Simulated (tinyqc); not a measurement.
Input admittance of a MOSFET at zero drain bias: distributed channel and distributed gate: two steps of the calculation.

Source and drain grounded, strong inversion, w = 2 pi f, Cox = eps0 eox/tox. The channel is an RC line of resistance 1/(mu Cox Vo) per square fed from both ends, so one finger has the intrinsic admittance y = i w Cox L tanh(g)/g per width, g = (1/2) sqrt(i w tau), tau = L^2/(mu Vo). The vertical resistance rv/L is in series with y, the overlaps 2 i w Cov in parallel: y_t = 1/(1/y + rv/L) + 2 i w Cov. The gate strip is a line of Rsh/L per length loaded by y_t, so a finger has Y = y_t Wf tanh(k)/k, k = (Wf/sd) sqrt(y_t Rsh/L); the device has Nf Y.

Parameters, values chosen for the exercise; values of the order met in silicon radio-frequency transistors:
```
symbol,value,unit,meaning
eox,24.9,,relative permittivity of the gate insulator (close to zirconium oxide)
tox,6.3,nm,insulator thickness
L,1.8,um,channel length
Wf,1.7,um,finger width
Nf,4,,number of fingers
mu,250,cm^2/(V s),channel mobility
Vo,0.22,V,gate overdrive
Rsh,8,ohm/square,sheet resistance of the gate
rv,0,ohm um^2,vertical resistivity of the gate stack
sd,2,,number of ends at which a finger is contacted
Cov,0.18,fF/um,overlap and fringe capacitance on each side
f,0.35,GHz,frequency
```

Constants: eps0 = 8.8541878128e-14 F/cm where lengths are in cm. Results are converted to the units shown.

Question 1. Low-frequency resistances and capacitance. Low-frequency limits, with c = Cox L and ct = c + 2 Cov: R_strip = Rsh Wf/(3 sd^2 L Nf), R_ch = (c/ct)^2 L/(12 mu Cox Vo Wf Nf), R_vert = (c/ct)^2 rv/(L Wf Nf), C = ct Wf Nf.

Wanted: parts; sum; C; 1/(2 pi R C).

Answer 1.

parts (ohm): strip 0.1574, channel 113.3, vertical 0
sum = 113.5 ohm
C = 430.8 fF
1/(2 pi R C) = 3.256 GHz

The channel term is the largest, 99.9 % of the sum.

Question 2. Admittance of the channel and stack per width. tau, g, c = Cox L, y and y_t as defined.

Find: tau; g; c; y; y_t.

Answer 2.

tau = 589.1 ps
g = 0.4024+0.4024i
c = 62.99 fF/um
y = 14.7+136.6i uS/um
y_t = 14.7+137.4i uS/um

w tau = 1.30, and Im y is 0.986 of w c.

tinyqc, about 0.01 s, one thread, Intel Xeon 2.30GHz (shared host): `OMP_NUM_THREADS=1 python tinyqc.py 2262106 2262107 out.jsonl`
